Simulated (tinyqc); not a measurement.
Tunnelling through a gate dielectric, WKB transmission and Tsu-Esaki current: two steps of the calculation.

Electrons leave the emitter at x = 0. Energies E (motion across the layers) are in eV from the emitter Fermi level; the collector Fermi level lies at -V and offers states at every E. No charge in the dielectric and no image force: F1 = V/t1, U = phi1 - F1 x. With C = hbar^2/(2 m0), kappa = sqrt(m (U - E)/C) where U > E and 0 elsewhere; T(E) = exp(-S), S = 2 times the integral of kappa over x.

Parameters, values chosen for the exercise; dielectric values close to those of silicon dioxide:
```
symbol,value,unit,meaning
phi1,3.12,eV,barrier of layer 1 above the emitter Fermi level at zero bias
m1,0.51,m0,tunnelling mass of layer 1
t1,3,nm,thickness of layer 1
V,0.2,V,voltage across the dielectric
E,-0.24,eV,energy of the electron followed
nc,7,,cells in each layer
```

Constants: q = 1.602176634e-19 C, hbar = 1.054571817e-34 J s, m0 = 9.1093837015e-31 kg, hbar^2/(2 m0) = 0.0380998212 eV nm^2. Results are converted to the units shown.

Problem 1. WKB exponent by the midpoint rule. Cut each layer into nc equal cells, take U and kappa at the cell centres, and sum S = 2 sum kappa h.

Wanted: x; U; kappa; S; T(E).

Solution 1.

```
cell  x (nm)  U (eV)  kappa (1/nm)
0     0.2143  3.1057        6.6922
1     0.6429  3.0771        6.6636
2     1.0714  3.0486        6.6348
3     1.5000  3.0200        6.6059
4     1.9286  2.9914        6.5769
5     2.3571  2.9629        6.5478
6     2.7857  2.9343        6.5185
```

S = 39.634
T(E) = 6.1264e-18

Problem 2. WKB exponent in closed form. Each layer adds (2/F) sqrt(m/C) [G(u at its left edge) - G(u at its right edge)] to S, with u = U - E (0 where negative) and G(u) = (2/3) u^1.5. The slope follows from 1/d = -dS/dE.

Give: S; T(E); energy d over which T(E) grows by a factor e.

Solution 2.

S = 39.634
T(E) = 6.1266e-18
energy d over which T(E) grows by a factor e = 0.16448 eV

The midpoint rule gives S = 39.634, so its T(E) is within 0.01 % of this value. The band edge stays above E through the whole stack: direct tunnelling through a trapezoid.

Numbers from tinyqc (`OMP_NUM_THREADS=1 python tinyqc.py 2540172 2540173 out.jsonl`; about 0.04 s on one thread of a shared Intel Xeon 2.30GHz).
